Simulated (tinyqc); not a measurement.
Thermal displacements in the Debye model: Debye-Waller factors, bond-length spread and the Lindemann rule: one step, computed by the program tinyqc. Command: `OMP_NUM_THREADS=1 python tinyqc.py 3019779 3019780 out.jsonl debyewaller walk`. One thread of a shared host (Intel(R) Xeon(R) Processor @ 2.30GHz), about 0.01 s of CPU time with the checks.

A Debye spectrum with three branches of one velocity, cut at k_B Theta; 2 atoms per cube, nearest neighbours at d = 0.866025 a.

Task: Spread of the bond length. Correlated Debye model: sigma^2 = (3 hbar^2/(M k_B Theta)) int_0^1 s coth(s Theta/(2T)) [1 - sin(s q_D R)/(s q_D R)] ds for two atoms at distance R, q_D = (6 pi^2 n)^(1/3), n atoms per volume; uncorrelated motion would give 2 <u_x^2>. An EXAFS amplitude is damped by exp(-2 k^2 sigma^2).

Inputs (values chosen for the exercise, modelled on iron):
```
quantity,value,unit
atomic mass M,55.85,u
Debye temperature Theta,450,K
lattice constant a,2.866,angstrom
temperature T,295,K
photoelectron wave number k,7.9,1/angstrom
```

Structure: bcc.

<u_x^2> = 0.004035763 angstrom^2

Constants: hbar^2/u = 4.18015928e-03 eV angstrom^2; k_B = 8.617333262e-05 eV/K.

Give: sigma^2 of the nearest bond; correlation 1 - sigma^2/(2 <u_x^2>); EXAFS damping.

Result:

sigma^2 of the nearest bond = 0.005004 angstrom^2

correlation 1 - sigma^2/(2 <u_x^2>) = 0.3800

EXAFS damping = 0.5355

Neighbours move partly together, which removes 38 % of the uncorrelated spread.
